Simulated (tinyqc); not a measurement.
Film and buried-oxide thickness from two coupling ratios.

Problem. In a depleted film -dVT/dVb is k1 = Cs Cbox/(Cox (Cs + Cbox)) for a front channel and k2 = Cbox (Cox + Cs)/(Cox Cs) for a back channel, with Cox = eps0 eox/tox, Cs = eps0 eps_r/ts, Cbox = 3.9 eps0/tb. Find ts and tb.

Inputs (values chosen for the exercise); band and dielectric values close to those of In0.53Ga0.47As:
- eps_r = 14.2 (relative permittivity)
- eox = 3.9 (relative permittivity of the gate insulator (close to silicon dioxide))
- tox = 1.9 nm (insulator thickness)

coupling ratios for a front and a back channel: [0.088554830, 0.16778169]

Solution. With y = Cox/Cs and z = Cox/Cbox, 1/k1 = y + z and k2 = (1 + y)/z, so y = (k2/k1 - 1)/(1 + k2); the thicknesses follow from y and z.

ts = 5.30 nm
tb = 20.0 nm

Program tinyqc, `OMP_NUM_THREADS=1 python tinyqc.py 2190066 2190067 out.jsonl`; Intel Xeon 2.30GHz, shared host, one thread, about 0.4 s.
